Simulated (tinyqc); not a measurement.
Input admittance of a MOSFET at zero drain bias: distributed channel and distributed gate: one step of the calculation.

Source and drain grounded, strong inversion, w = 2 pi f, Cox = eps0 eox/tox. The channel is an RC line of resistance 1/(mu Cox Vo) per square fed from both ends, so one finger has the intrinsic admittance y = i w Cox L tanh(g)/g per width, g = (1/2) sqrt(i w tau), tau = L^2/(mu Vo). The vertical resistance rv/L is in series with y, the overlaps 2 i w Cov in parallel: y_t = 1/(1/y + rv/L) + 2 i w Cov. The gate strip is a line of Rsh/L per length loaded by y_t, so a finger has Y = y_t Wf tanh(k)/k, k = (Wf/sd) sqrt(y_t Rsh/L); the device has Nf Y.

Problem. Low-frequency resistances and capacitance. Low-frequency limits, with c = Cox L and ct = c + 2 Cov: R_strip = Rsh Wf/(3 sd^2 L Nf), R_ch = (c/ct)^2 L/(12 mu Cox Vo Wf Nf), R_vert = (c/ct)^2 rv/(L Wf Nf), C = ct Wf Nf.

Parameters, values chosen for the exercise; values of the order met in silicon radio-frequency transistors:
- eox = 25.6 (relative permittivity of the gate insulator (close to zirconium oxide))
- tox = 6.6 nm (insulator thickness)
- L = 0.25 um (channel length)
- Wf = 15 um (finger width)
- Nf = 1 (number of fingers)
- mu = 120 cm^2/(V s) (channel mobility)
- Vo = 0.58 V (gate overdrive)
- Rsh = 20 ohm/square (sheet resistance of the gate)
- rv = 0 ohm um^2 (vertical resistivity of the gate stack)
- sd = 2 (number of ends at which a finger is contacted)
- Cov = 0.16 fF/um (overlap and fringe capacitance on each side)

Constants: eps0 = 8.8541878128e-14 F/cm where lengths are in cm. Results are converted to the units shown.

Wanted: parts; sum; C; 1/(2 pi R C).

Solution.

parts (ohm): strip 100.00, channel 5.4004, vertical 0
sum = 105.40 ohm
C = 133.59 fF
1/(2 pi R C) = 11.303 GHz

The strip term is the largest, 94.9 % of the sum.

Computed by the program tinyqc: `OMP_NUM_THREADS=1 python tinyqc.py 2262021 2262022 out.jsonl`, one thread of a shared Intel Xeon 2.30GHz, about 0.01 s for the whole run.
